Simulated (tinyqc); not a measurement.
Mass and optical strength against direction: two-band tight binding of a puckered layer.

With X = kx ax/2 and Y = ky ay/2: h = t2 + 2 cos(Y) (t1 exp(iX) + t3 exp(-iX)) + t5 exp(2iX), d = 4 t4 cos(X) cos(Y), H = [[d, h], [h*, d]], E = d -/+ |h|.

Inputs chosen for the exercise (near a published set for monolayer black phosphorus; not measured data): ax = 4.45 angstrom (period along x (armchair)); ay = 3.32 angstrom (period along y (zigzag)); t1 = -1.22 eV (along the zigzag); t2 = 3.686 eV (across the pucker); t3 = -0.217 eV (second in the sheet); t4 = -0.104 eV (same sublattice); t5 = -0.057 eV (far across).

masses (m0):
```
                x        y
electron  0.16252  0.84051
hole      0.17817  1.12501
```

chi = -4.71700 eV angstrom

Angle from x. 1/m(theta) = cos^2/mx + sin^2/my. Near Gamma only x-polarised light couples the bands, with strength chi^2 cos^2(theta), chi = ax (t1 - t3 + t5) = d Im(h)/dkx; the positions of the atoms inside the cell, which would change this dipole but not the masses, are left out. The last column is the transition energy at |k| = 0.1 1/angstrom from the full bands, less the gap.

Against angle:
```
theta (deg)  m_e (m0)  m_h (m0)  strength (eV^2 angstrom^2)  rise of the transition (eV)
0               0.163     0.178                       22.25                       0.3974
15              0.172     0.189                       20.76                       0.3775
30              0.204     0.226                       16.69                       0.3222
45              0.272     0.308                       11.13                       0.2444
60              0.411     0.483                        5.56                       0.1635
75              0.657     0.830                        1.49                       0.1020
85              0.815     1.081                        0.17                       0.0816
90              0.841     1.125                        0.00                       0.0790
```

The light-mass direction rules: at 45 degrees the electron mass is still 0.272, 1.68 times the value along x, against 5.2 times at 90 degrees. At |k| = 0.1 the transition has risen 5.0 times as much along x as along y.

Computed by tinyqc, a small Python program: `OMP_NUM_THREADS=1 python tinyqc.py 1451915 1451916 out.jsonl` (the numbers bound the seed that draws the inputs); one thread of a shared host (Intel(R) Xeon(R) Processor @ 2.30GHz), about 0.01 s for the whole set of steps.
